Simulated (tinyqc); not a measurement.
Comparisons within one model: propagation of a band-gap error through k.p and effective-mass formulas. A value that a table varies takes the place of the one given here.

Chain, for a gap E (the reference Eg or another value), with Ep and Dso kept: 1/me = 1 + Ep (E + 2 Dso/3)/(E (E + Dso)); g* = 2 - 2 Ep Dso/(3 E (E + Dso)); g1(E) = g1 + (Ep/3)(1/E - 1/Eg), g2(E) = g2 + (Ep/6)(1/E - 1/Eg), light hole 1/(g1 + 2 g2), heavy hole 1/(g1 - 2 g2) along [100]; optical constant ei(E) = 1 + (ei - 1)(EP/(EP + E - Eg))^2, static e0(E) = ei(E) + e0 - ei.

Donor: R = Ry me/e0^2, a_B = a0 e0/me, Mott density (0.26/a_B)^3. Nc, Nv = 2 (m kT/(4 pi c))^(3/2), c = hbar^2/2m0, ni = sqrt(Nc Nv) exp(-E/2kT). Exciton: Ry mu/e0^2 with 1/mu = 1/me + g1(E). 1 angstrom^-3 = 1e24 cm^-3.

Constants: Ry = 13.60569312 eV; a0 (Bohr radius) = 0.5291772105 angstrom; kB = 8.617333262e-05 eV/K; hbar^2/2m0 = 3.80998211 eV angstrom^2.

Parameters, chosen for this exercise (reference values near those of GaSb, gap at low temperature; the results hold for these values, not for the real material):

| symbol | value | unit | meaning |
|---|---|---|---|
| Eg | 0.824 | eV | gap at Gamma to the s-like level |
| Dso | 0.765 | eV | spin-orbit splitting |
| Ep | 26.7 | eV | Kane energy |
| g1 | 13.41 |  | Luttinger gamma1 |
| g2 | 4.72 |  | gamma2 |
| e0 | 15.49 |  | static dielectric constant |
| ei | 14.55 |  | optical dielectric constant |
| EP | 3.97 | eV | mean (Penn) gap |
| mh | 0.65 | m0 | density-of-states mass of the holes |
| T | 300 | K | temperature |
| Eg2 | 2.118 | eV | a wrong gap, of the size a hybrid with far too much exact exchange can give |

## The size of the error

E = f Eg; ratios against f = 1.

Results:

| f | E (eV) | me ratio | light-hole ratio | e0 ratio | donor ratio | Mott ratio | g* | log10 ni ratio |
|---|---|---|---|---|---|---|---|---|
| 0.25 | 0.206 | 0.292 | 0.261 | 1.352 | 0.160 | 0.0101 | -66.076 | 4.79 |
| 0.40 | 0.330 | 0.447 | 0.414 | 1.267 | 0.278 | 0.0439 | -35.743 | 3.89 |
| 0.60 | 0.494 | 0.640 | 0.613 | 1.166 | 0.471 | 0.166 | -19.870 | 2.62 |
| 0.80 | 0.659 | 0.823 | 0.809 | 1.077 | 0.709 | 0.446 | -12.504 | 1.32 |
| 1.00 | 0.824 | 1.000 | 1.000 | 1.000 | 1.000 | 1.00 | -8.400 | 0.00 |
| 1.20 | 0.989 | 1.171 | 1.187 | 0.932 | 1.350 | 1.99 | -5.852 | -1.33 |
| 1.50 | 1.236 | 1.421 | 1.460 | 0.843 | 1.998 | 4.78 | -3.506 | -3.35 |
| 2.00 | 1.648 | 1.821 | 1.896 | 0.725 | 3.463 | 15.8 | -1.424 | -6.73 |

What does this show?

Between f = 0.8 and 1.2 the mean powers d ln(ratio)/d ln f are 0.87 for me, 0.95 for the light hole, -0.36 for e0, 1.59 for the donor energy and 3.68 for the Mott density; ni moves by -0.81 decades per 0.1 eV, against -0.1 eV/(2 kT ln 10) = -0.84 from the exponential alone, the rest coming from Nc through me^(3/4). Rows with E below about 8 kT bring ni near Nc, beyond Boltzmann statistics. g* keeps its sign, from -66.08 to -1.42.

## What each input does

All at E = Eg2. Each row changes one parameter from the base and keeps the others.

Results:

| case | me (m0) | light hole (m0) | e0 | donor (meV) | exciton (meV) | log10 ni |
|---|---|---|---|---|---|---|
| base | 0.0801 | 0.1036 | 9.65 | 11.704 | 7.574 | 0.646 |
| Eg2 = 2.287 eV | 0.0855 | 0.1107 | 9.18 | 13.815 | 8.880 | -0.752 |
| Dso = 0.704 eV | 0.0796 | 0.1036 | 9.65 | 11.642 | 7.548 | 0.645 |
| Ep = 28.836 eV | 0.0746 | 0.1163 | 9.65 | 10.901 | 7.423 | 0.623 |
| g1 = 14.483 | 0.0801 | 0.0932 | 9.65 | 11.704 | 7.175 | 0.646 |
| EP = 3.652 eV | 0.0801 | 0.1036 | 9.33 | 12.520 | 8.102 | 0.646 |
| ei = 13.386 | 0.0801 | 0.1036 | 10.15 | 10.575 | 6.843 | 0.646 |
| mh = 0.598 m0 | 0.0801 | 0.1036 | 9.65 | 11.704 | 7.574 | 0.619 |
| T = 276 K | 0.0801 | 0.1036 | 9.65 | 11.704 | 7.574 | -0.955 |

What can be read from the table?

The largest shifts from the base row, up to three for each result and ties (the steps differ in size, so this ranks the rows, not the parameters). me (m0): Ep -0.0055, Eg2 +0.0054, Dso -0.0004; unchanged at the printed digits by g1, EP, ei, mh and T. light hole (m0): Ep +0.0127, g1 -0.0104, Eg2 +0.0071; unchanged at the printed digits by Dso, EP, ei, mh and T. e0: ei +0.50, Eg2 -0.47, EP -0.32; unchanged at the printed digits by Dso, Ep, g1, mh and T. donor (meV): Eg2 +2.111, ei -1.129, EP +0.816; unchanged at the printed digits by g1, mh and T. exciton (meV): Eg2 +1.307, ei -0.731, EP +0.528; unchanged at the printed digits by mh and T. log10 ni: T -1.601, Eg2 -1.398, mh -0.027; unchanged at the printed digits by g1, EP and ei.

tinyqc: `OMP_NUM_THREADS=1 python tinyqc.py 1851157 1851158 out.jsonl`; about 0.01 s, one thread, shared Intel(R) Xeon(R) Processor @ 2.30GHz.
